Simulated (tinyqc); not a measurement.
The 3-omega method: a line heater on a substrate with a thin film: one step, computed by the program tinyqc. Command: `OMP_NUM_THREADS=1 python tinyqc.py 3001185 3001186 out.jsonl threeomega walk`. One thread of a shared host (Intel(R) Xeon(R) Processor @ 2.30GHz), about 0.01 s of CPU time with the checks.

A current at angular frequency omega = 2 pi f heats the line at 2 omega with the amplitude P per length; the temperature swing Delta T at 2 omega gives a voltage at 3 omega. The substrate is taken as semi-infinite and isotropic, and the heat capacity of heater and film is left out.

Question. The film adds a constant step. One-dimensional flow across the film: Delta T_f = P (t/kappa_f + R_i)/(2 b); total in-phase swing Delta T = Delta T_s + Delta T_f; third-harmonic amplitude V_3 = V_1 beta |Delta T|/2 with the out-of-phase part included; the apparent film conductivity is t/(t/kappa_f + R_i).

Inputs (values chosen for the exercise, modelled on alumina on gallium nitride):

| quantity | value | unit |
|---|---|---|
| heater half-width b | 7.1 | micrometre |
| power amplitude per length P | 41 | W/m |
| film thickness t | 170 | nm |
| film conductivity kappa_f | 1.8 | W/(m K) |
| interface resistance R_i | 7 | m^2 K/GW |
| temperature coefficient of resistance beta | 1.7 | 1e-3/K |
| voltage amplitude V_1 | 2.7 | V |

in-phase Delta T_s = 0.2064772 K

out-of-phase Delta T_s = -0.05618684 K

Give: Delta T_f; total in-phase swing; V_3; apparent film conductivity; film share of the in-phase swing.

Answer.

Delta T_f = 0.29290 K

total in-phase swing = 0.49938 K

V_3 = 1.1533 mV

apparent film conductivity = 1.6758 W/(m K)

film share of the in-phase swing = 0.58653

The interface lowers the apparent conductivity by 7 %. The film gives a large part of the signal.
